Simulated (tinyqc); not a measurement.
Current crowding under a contact, resistor ladder against the transmission-line model: one step of the calculation.

A metal contact of length d and width W on a thin layer of the same width. The metal has no resistance, the sheet resistance under it equals Rsh, and current enters the layer at the front edge x = 0.

Question. The transmission-line result. Transfer length Lt = sqrt(rc/Rsh); front resistance Rc = (Rsh Lt/W) coth(d/Lt); end resistance Re = (Rsh Lt/W)/sinh(d/Lt). v(x) = I (Rsh Lt/W) cosh((d - x)/Lt)/sinh(d/Lt) at the cell centres x = (i - 1/2) d/n.

Values chosen for this exercise:
- Rsh = 170 ohm/sq (sheet resistance of the semiconductor layer)
- rc = 1.2e-5 ohm cm^2 (specific contact resistivity)
- d = 6.1 um (contact length)
- W = 290 um (contact width)
- n = 9 (cells)
- I = 0.5 mA (current)

Find: Lt; Rc; Re; v(x).

Answer.

Lt = 2.6568 um
Rc = 1.5893 ohm
Re = 0.31677 ohm
v(x), cell 1 to 9 (mV): 0.70155  0.54825  0.43084  0.34161  0.27473  0.22583  0.19171  0.17013  0.15968

The ladder's Rc is 0.84 % above this value, with cells 0.26 Lt long.

Program tinyqc, `OMP_NUM_THREADS=1 python tinyqc.py 2760155 2760156 out.jsonl`; Intel Xeon 2.30GHz, shared host, one thread, about 0.01 s.
